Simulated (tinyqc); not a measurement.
Short-period [001] superlattice in sp3s* tight binding, step by step. Values are carried at full precision from step to step, so a last printed digit may differ when a step is redone from the rounded ones.

sp3s* tight binding, nearest neighbours only: anion (a) at 0, cation (c) at a/4 (1,1,1), orbitals s, px, py, pz, s* on each; k in units of 2 pi/a. With phases e_j = exp(i (pi/2) k.n_j) for n = (1,1,1), (1,-1,-1), (-1,1,-1), (-1,-1,1): g0 = (e1+e2+e3+e4)/4, g1 = (e1+e2-e3-e4)/4, g2 = (e1-e2+e3-e4)/4, g3 = (e1-e2-e3+e4)/4. The diagonal holds the levels Esa, Epa, Exa (s*) and Esc, Epc, Exc. Anion-cation block: <sa|sc> = Vss g0; <sa|xc> = Vsapc g1; <xa|sc> = -Vscpa g1; <xa|xc> = Vxx g0; <xa|yc> = <ya|xc> = Vxy g3, <xa|zc> = <za|xc> = Vxy g2, <ya|zc> = <za|yc> = Vxy g1; <s*a|xc> = Vxapc g1; <xa|s*c> = -Vpaxc g1; y and z take g2 and g3 in place of g1; s-s* and s*-s* vanish.

Parameters, chosen for this exercise (A near a published set for GaAs, B for AlAs; not measured data):
- pA = (-8.333, 1.038, -2.665, 3.669, 8.612, 6.723, -6.469, 1.955, 5.082, 4.468, 5.791, 4.846, 4.803) eV (order Esa, Epa, Esc, Epc, Exa, Exc, Vss, Vxx, Vxy, Vsapc, Vscpa, Vxapc, Vpaxc)
- pB = (-7.545, 0.982, -1.166, 3.581, 7.47, 6.743, -6.68, 1.875, 4.294, 5.109, 5.512, 4.51, 4.999) eV (the same for B)
- dEv = 0.56 eV (valence offset: Ev(B) lies this far below Ev(A))
- n = 1 (monolayers of A)
- m = 1 (monolayers of B)

## Band line-up of the two bulk crystals

Edges on the common scale: Ev, the conduction level at Gamma, the minimum on (kx,0,0) for kx from 0.5 to 1, and the level at X.

Edges (eV):
```
crystal       Ev   Gamma  Delta minimum       X
A         0.0000  1.5664         2.0314  2.0314
B        -0.5600  2.4867         1.7088  1.7388
```

For Gamma electrons A is the well, 0.920 eV deep; for X electrons B is, 0.293 eV deep; holes sit in A.

## Shifted levels

Planes alternate anion, cation along [001], a/4 apart; at zero in-plane momentum s, pz, s* form one block. All levels of A are shifted so that its Ev (lower root of [[Epa, Vxx], [Vxx, Epc]]) is 0, and those of B so that its Ev is -dEv. A monolayer is an anion plane and the cation plane above it; an anion between unlike cations takes the mean of the two anion levels; each bond takes the couplings of its cation. Block from an anion to the cation above: U with Vss/2 (s,s), Vsapc/2 (s,z), -Vscpa/2 (z,s), Vxx/2 (z,z), Vxapc/2 (s*,z), -Vpaxc/2 (z,s*); to the cation below: the same with the s-z and s*-z signs reversed. The cell of n + m monolayers is closed with the phase exp(2 pi i q). No spin-orbit coupling. In this block 2 (n + m) levels are filled.

Parameters in the order Esa, Epa, Esc, Epc, Exa, Exc, Vss, Vxx, Vxy, Vsapc, Vscpa, Vxapc, Vpaxc. Find Ev of each set and shift the levels.

Ev before the shift (eV): A -0.0029, B 0.0002

Levels (eV):
```
plane                  s       p      s*
anion A          -8.3301  1.0409  8.6149
cation A         -2.6621  3.6719  6.7259
anion B          -8.1052  0.4218  6.9098
cation B         -1.7262  3.0208  6.1828
interface anion  -8.2177  0.7313  7.7623
```

## The matrix for n = 1, m = 1 at q = 0

Planes in the order a1, c1, a2, c2, ...; the A cations come first.

H (eV), lower triangle:
```
         sa1      za1      *a1      sc1      zc1     *c1      sa2      za2     *a2      sc2     zc2     *c2
sa1  -8.2177
za1        0   0.7313
*a1        0        0   7.7623
sc1  -3.2345  -2.8955        0  -2.6621
zc1   2.2340   0.9775   2.4230        0   3.6719
*c1        0  -2.4015        0        0        0  6.7259
sa2        0        0        0  -3.2345  -2.2340       0  -8.2177
za2        0        0        0   2.8955   0.9775  2.4015        0   0.7313
*a2        0        0        0        0  -2.4230       0        0        0  7.7623
sc2  -3.3400   2.7560        0        0        0       0  -3.3400  -2.7560       0  -1.7262
zc2  -2.5545   0.9375  -2.2550        0        0       0   2.5545   0.9375  2.2550        0  3.0208
*c2        0   2.4995        0        0        0       0        0  -2.4995       0        0       0  6.1828
```

## Levels of the small cell

Diagonalise (s, pz, s* block of a cell with n = 1, m = 1; px and py are apart). The lowest 4 levels are filled. Give the share of the cation weight of the lowest empty level that lies on the A cations, c1.

levels (eV): -12.443  -10.107  -7.301  -0.278  1.888  1.889  2.383  4.358  6.459  7.762  10.047  11.107

share on A cations = 0.816

The lowest empty level is number 5, at 1.888 eV.

## Checks

- Cell of two equal monolayers against the bulk levels at Gamma and X: they agree to 1e-10 or better.

Computed by tinyqc, a small Python program: `OMP_NUM_THREADS=1 python tinyqc.py 1482661 1482662 out.jsonl` (the numbers bound the seed that draws the inputs); one thread of a shared host (Intel(R) Xeon(R) Processor @ 2.30GHz), about 0.6 s for the whole set of steps.
